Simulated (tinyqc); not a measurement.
# Read current of a NAND string, cells in series solved by shooting: two studies

Cells in series, numbered from 0 at the source line (0 V) to the bit line, each followed by a gap resistance Rg. A cell with gate Vg, threshold VT, source Vs and drain Vd passes I = 2 nf K Vt^2 [F(Vs) - F(Vd)]/(1 + th max(Vg - VT, 0)), F(V) = ln^2(1 + exp((Vg - VT - nf V)/(2 nf Vt))). The selected cell has Vg = Vr, the others Vg = Vp.

Parameters, values chosen for the exercise; values of the order met in vertical NAND strings: temperature T = 300 K; gain factor of a cell K = 11 uA/V^2; slope factor nf = 1.8; mobility reduction factor th = 0.07 1/V; resistance of the gap between cells Rg = 20 kohm; bit-line voltage Vbl = 0.3 V; pass voltage Vp = 7.2 V; threshold of an erased cell Ve = -0.5 V; threshold of the highest state Vh = 4.4 V; threshold of the selected cell Vx = 1.9 V; sensing current Is = 20 nA; read voltage on the selected word line Vr = 2.55 V.

Constants: q = 1.602176634e-19 C, kB = 1.380649e-23 J/K, Vt = kB T/q. Results are converted to the units shown.

Each table varies one quantity; the others keep the values above.

## Read current against the number of cells

For a trial current I start at 0 V and, cell by cell, solve for the drain: sqrt(F(Vd)) = sqrt(F(Vs) - I/k), k = 2 nf K Vt^2/(1 + th max(Vg - VT, 0)), Vd = [Vg - VT - 2 nf Vt ln(exp(sqrt F) - 1)]/nf, then add I Rg. The string current is the I for which the last node reaches Vbl. The apparent threshold is the Vr at which I = Is. Background: all other cells erased (VT = Ve) or all in the highest state (VT = Vh); ratio and shift are high over erased and high minus erased. The selected cell is in the middle, cell n/2.

Results:
```
n,"I, others erased (uA)","I, others high (uA)",ratio,"apparent VT, erased (V)","apparent VT, high (V)",background shift (mV)
8,0.5452,0.4176,0.7660,1.936,1.939,2.997
16,0.3496,0.2464,0.7048,1.942,1.948,6.010
64,0.1103,0.07078,0.6416,1.975,1.999,24.43
96,0.07573,0.04796,0.6334,1.997,2.034,37.14
128,0.05765,0.03627,0.6292,2.019,2.070,50.54
192,0.03902,0.02438,0.6249,2.064,2.155,91.11
```

Estimate the missing row, n = 32.

Computed row:
```
n,"I, others erased (uA)","I, others high (uA)",ratio,"apparent VT, erased (V)","apparent VT, high (V)",background shift (mV)
32,0.2030,0.1349,0.6647,1.953,1.965,12.08
```

With this row back in the table: With erased neighbours the current falls from 0.545 to 0.0390 uA, as n^(-0.64) between the first two rows and n^(-0.96) between the last two (-1 once the series resistance rules). The ratio falls from 0.766 to 0.625 and the background shift rises from 3.00 to 91.1 mV.

## Effect of the read voltage on the selected word line

Same model as above.

The string has 128 cells and the selected one is cell 64.

The same in every row: apparent VT, erased (V) = 2.019; apparent VT, high (V) = 2.070; background shift (mV) = 50.54.

Result of one run:
```
Vr (V),"I, others erased (uA)","I, others high (uA)",ratio
4.4,0.06001,0.03717,0.6194
```

What becomes of these results when the read voltage on the selected word line Vr is changed from 4.4 to 2.4 V, all else the same?

Result of the changed run:
```
Vr (V),"I, others erased (uA)","I, others high (uA)",ratio
2.4,0.05578,0.03556,0.6374
```

The whole series:
```
Vr (V),"I, others erased (uA)","I, others high (uA)",ratio
1.6,4.020e-5,4.011e-5,0.9980
2,0.01765,0.01376,0.7799
2.4,0.05578,0.03556,0.6374
2.8,0.05877,0.03670,0.6244
3.2,0.05943,0.03695,0.6217
3.6,0.05973,0.03706,0.6206
4,0.05990,0.03713,0.6199
4.4,0.06001,0.03717,0.6194
```

As Vr goes from 1.6 to 4.4 V, the current with erased neighbours rises from 4.02e-5 to 0.0600 uA, that with high neighbours rises from 4.01e-5 to 0.0372 uA and the ratio falls from 0.998 to 0.619. The apparent thresholds do not depend on Vr.

tinyqc, about 0.8 s, one thread, Intel Xeon 2.30GHz (shared host): `OMP_NUM_THREADS=1 python tinyqc.py 2142104 2142105 out.jsonl`
